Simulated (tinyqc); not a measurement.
## Scale length and length offset from two DIBL values

Problem. DIBL = exp(-Le/(2 l)) + 2 exp(-Le/l) with Le = L - dL. Find l, dL and the drawn length for a DIBL of 100 mV/V.

DIBL at drawn lengths 120 and 200 nm (mV/V): 76.432741  11.172751

Solution. With e = exp(-Le/(2 l)), 2 e^2 + e = DIBL gives e and so Le/l at each length; Le/l is a straight line in L with slope 1/l.

l = 22.00 nm
dL = 1.300 nm
length for 100 mV/V = 109.6 nm

Numbers from tinyqc (`OMP_NUM_THREADS=1 python tinyqc.py 2002071 2002072 out.jsonl`; about 0.01 s on one thread of a shared Intel Xeon 2.30GHz).
